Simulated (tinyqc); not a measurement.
p-n heterojunction, non-linear Poisson equation by Newton steps, Boltzmann statistics: one step of the calculation.

One dimension, material 1 (p-type) at x < 0 and material 2 (n-type) at x > 0. Band edges: Ec = -psi in material 1 and -psi + dEc in material 2, Ev = Ec - Eg. Flat quasi-Fermi levels: 0 for holes, +V for electrons. n = Nc F((EFn - Ec)/Vt), p = Nv F((Ev - EFp)/Vt), with F(eta) = exp(eta) (Boltzmann statistics); full ionisation, no interface charge, classical densities; the doping types are chosen for the exercise.

Problem. Newton step. Solve the tridiagonal system a_(i-1) d_(i-1) + b_i d_i + a_i d_(i+1) = -F_i for nodes 1 to 10, with d = 0 on fixed nodes. Each component d is damped to sign(d) Vt ln(1 + |d|/Vt) before it is added.

Inputs (values chosen for the exercise):
- T = 300 K (temperature)

Constants: q = 1.602176634e-19 C, kB = 1.380649e-23 J/K, Vt = kB T/q. Results are converted to the units shown.

| interval | coupling a_i (F/cm^2) |
|---|---|
| 0 | 2.2092983e-7 |
| 1 | 4.7173951e-7 |
| 2 | 1.0088032e-6 |
| 3 | 2.1555139e-6 |
| 4 | 4.3421513e-6 |
| 5 | 3.4582013e-6 |
| 6 | 2.9261703e-6 |
| 7 | 2.4630355e-6 |
| 8 | 2.0541716e-6 |
| 9 | 1.7708376e-6 |
| 10 | 1.4672654e-6 |

| node | diagonal b (F/cm^2) | residual F (C/cm^2) |
|---|---|---|
| 1 | -6.9447633e-7 | -3.1250722e-7 |
| 2 | -1.4860463e-6 | -1.4644523e-7 |
| 3 | -3.1824115e-6 | -6.8900706e-8 |
| 4 | -6.5187809e-6 | -3.5473921e-8 |
| 5 | -7.8329519e-6 | 1.0612076e-7 |
| 6 | -6.4485626e-6 | 1.2811684e-7 |
| 7 | -5.5279012e-6 | 1.5022340e-7 |
| 8 | -4.8552029e-6 | 1.7491163e-7 |
| 9 | -4.7614455e-6 | 1.9208509e-7 |
| 10 | -6.2318759e-6 | 1.7895324e-7 |

| node | psi at the start (V) |
|---|---|
| 0 | -0.83150953 |
| 1 | -0.60107324 |
| 2 | -0.49315298 |
| 3 | -0.44268699 |
| 4 | -0.41906838 |
| 5 | -0.40801097 |
| 6 | -0.39487478 |
| 7 | -0.37935018 |
| 8 | -0.36090644 |
| 9 | -0.33879163 |
| 10 | -0.31313845 |
| 11 | -0.28217772 |

Wanted: Newton step d, before damping; psi after iteration 1.

Solution.

| node | Newton step d, before damping (V) |
|---|---|
| 1 | -0.7816 |
| 2 | -0.4881 |
| 3 | -0.2084 |
| 4 | -0.0473 |
| 5 | 0.0406 |
| 6 | 0.1207 |
| 7 | 0.1742 |
| 8 | 0.1866 |
| 9 | 0.1471 |
| 10 | 0.0705 |

| node | psi after iteration 1 (V) |
|---|---|
| 0 | -0.8315 |
| 1 | -0.6900 |
| 2 | -0.5704 |
| 3 | -0.4997 |
| 4 | -0.4460 |
| 5 | -0.3836 |
| 6 | -0.3500 |
| 7 | -0.3264 |
| 8 | -0.3064 |
| 9 | -0.2897 |
| 10 | -0.2791 |
| 11 | -0.2822 |

tinyqc, about 0.02 s, one thread, Intel Xeon 2.30GHz (shared host): `OMP_NUM_THREADS=1 python tinyqc.py 2040012 2040013 out.jsonl`
